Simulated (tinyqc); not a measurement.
Carrier lifetime from Shockley-Read-Hall, radiative, Auger and surface recombination: one step, computed by the program tinyqc.

Energies are counted from the top of the valence band. Boltzmann statistics, full ionisation, and equal excess densities of electrons and holes.

Problem. Capture times and SRH densities. v = sqrt(3 k_B T/m) with m_e or m_h; tau_n0 = 1/(sigma_n v_n N_t), tau_p0 = 1/(sigma_p v_p N_t); n1 = N_c exp(-(E_g - E_t)/k_B T), p1 = N_v exp(-E_t/k_B T).

Inputs (values chosen for the exercise, with bands modelled on GaP):
```
quantity                          value   unit
gap E_g                            2.23     eV
electron mass m_e                 0.491    m_0
hole mass m_h                      0.82    m_0
temperature T                       250      K
trap level E_t                     1.17     eV
trap density N_t                1.7e+12  cm^-3
electron cross-section sigma_n  7.9e-15   cm^2
hole cross-section sigma_p      1.5e-16   cm^2
```

Doping: p-type. Surface term: two equal surfaces.

N_c = 1.970351e+19 cm^-3

N_v = 1.417493e+19 cm^-3

Constants: k_B = 1.380649e-23 J/K; m_0 = 9.1093837015e-31 kg; k_B = 8.617333262e-05 eV/K.

Give: v_n; v_p; tau_n0; tau_p0; n1; p1.

Solution.

v_n = 1.522e+07 cm/s

v_p = 1.177e+07 cm/s

tau_n0 = 4.894e-06 s

tau_p0 = 3.331e-04 s

n1 = 0.008431 cm^-3

p1 = 3.676e-05 cm^-3
